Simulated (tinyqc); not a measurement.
Narrowing against degeneracy: heavy doping: gap narrowing, degeneracy and the minority density.

F_j(eta) = (1/Gamma(j + 1)) integral_0^infinity x^j dx/(1 + exp(x - eta)), which tends to exp(eta) for eta << 0.

Empirical narrowing (Slotboom form, constants chosen for the exercise; published fits of this form give the apparent narrowing, here it is taken as the true one): dEg = E0 [ln(N/N0) + sqrt(ln(N/N0)^2 + C)].

Majority: N = Nc F_1/2(eta), eta the distance of EF beyond the majority band edge in kT. Degeneracy factor gam = F_1/2(eta)/exp(eta). ni0^2 = Nc Nv exp(-Eg/kT); product n p = ni0^2 gam exp(dEg/kT), dEg the true narrowing; apparent narrowing dEa = dEg + kT ln gam; minority density = n p/N.

Constants: kB = 8.617333262e-05 eV/K.

Parameters, chosen for this exercise (gap and densities of states near those of Ge at this temperature; narrowing constants of the size fitted for Si, not for this material; not measured data):
```
symbol  value     unit    meaning
Eg      0.625     eV      gap
Nc      1.54e+19  1/cm^3  conduction-band density of states
Nv      7.39e+18  1/cm^3  valence-band density of states
T       400       K
E0      8.03      meV     narrowing scale
N0      9.2e+16   1/cm^3  onset density
C       0.5               smoothing constant
```

N takes the values listed; the last column is N over the factor gam exp(dEg/kT), the doping that a simple model would need to give the same minority density.

Results:
```
N (1/cm^3)    eta      gam  dEg (meV)  dEa (meV)  minority (1/cm^3)  effective doping (1/cm^3)
5.0e+16     -5.73    0.999        2.6        2.6           3.27e+13                   4.64e+16
2.0e+17     -4.34    0.995       14.7       14.5           1.16e+13                   1.31e+17
5.0e+17     -3.42    0.989       28.3       27.9           6.83e+12                   2.22e+17
2.0e+18     -2.00    0.955       50.1       48.5           3.10e+12                   4.90e+17
5.0e+18     -1.01    0.892       64.7       60.7           1.77e+12                   8.59e+17
2.0e+19      0.71    0.637       86.8       71.3           6.00e+11                   2.53e+18
5.0e+19      2.28    0.333      101.5       63.5           1.92e+11                   7.92e+18
1.0e+20      3.99    0.120      112.6       39.5           4.77e+10                   3.18e+19
3.0e+20      8.66  0.00339      130.2      -65.9           7.49e+08                   2.03e+21
```

What does the comparison show?

dEg grows steadily to 130.2 meV, while the apparent value peaks at 71.3 meV for N = 2e+19 and falls to -65.9 meV as the Fermi level enters the band. N grows by a factor 40 from the third to the sixth row and the effective doping by 11.4: net of degeneracy, narrowing takes away 72 % of the factor gained by heavier doping.

Run: tinyqc, `OMP_NUM_THREADS=1 python tinyqc.py 1651343 1651344 out.jsonl`; Intel(R) Xeon(R) Processor @ 2.30GHz, one thread, shared host; about 0.01 s of CPU time with all checks.
